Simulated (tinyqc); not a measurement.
RHF in the 6-31g basis, for H2, spin multiplicity 1, step by step. One step of it, computed by the program tinyqc.

Task: Iteration 3: diagonalisation and new density. Diagonalise F' = X^T F X, C = X C', fill 1 alpha and 1 beta electrons from the bottom; D = 2 C_occ C_occ^T; the new density keeps 0.3 of the old one (damping). Each column has its largest component positive (the first on a tie).

Fock matrix F (hartree), lower triangle:
```
,1H 1s,1H 2s,2H 1s,2H 2s
1H 1s,-0.093082
1H 2s,-0.529459,-0.345133
2H 1s,-0.567037,-0.513961,-0.066521
2H 2s,-0.536557,-0.380037,-0.507834,-0.351505
```

X, lower triangle:
```
,1H 1s,1H 2s,2H 1s,2H 2s
1H 1s,1.314254
1H 2s,-0.505849,2.090547
2H 1s,-0.240238,0.089762,1.314254
2H 2s,0.089762,-1.145800,-0.505849,2.090547
```

D after iteration 2, lower triangle:
```
,1H 1s,1H 2s,2H 1s,2H 2s
1H 1s,0.335671
1H 2s,0.035505,0.243833
2H 1s,0.049603,0.251381,0.262787
2H 2s,0.450875,-0.155757,-0.141604,0.778063
```

overlap S, lower triangle:
```
,1H 1s,1H 2s,2H 1s,2H 2s
1H 1s,1.000000
1H 2s,0.658292,1.000000
2H 1s,0.504773,0.527794,1.000000
2H 2s,0.527794,0.873265,0.658292,1.000000
```

Give: F' = X^T F X; orbital energies; coefficients C; D after iteration 3.

Result:

F' = X^T F X (hartree), lower triangle:
```
,1,2,3,4
1,0.611
2,-0.583,0.287
3,-0.558,-0.081,0.626
4,-0.107,-0.210,-0.558,0.251
```

orbital energies (hartree): MO1 -0.605, MO2 0.238, MO3 0.724, MO4 1.419

coefficients C:
```
,MO1,MO2,MO3,MO4
1H 1s,0.344,-0.131,0.715,-1.184
1H 2s,0.244,-1.843,-0.666,1.431
2H 1s,0.313,0.113,0.775,1.156
2H 2s,0.286,1.857,-0.694,-1.391
```

D after iteration 3, lower triangle:
```
,1H 1s,1H 2s,2H 1s,2H 2s
1H 1s,0.266
1H 2s,0.128,0.156
2H 1s,0.165,0.182,0.216
2H 2s,0.273,0.051,0.083,0.348
```
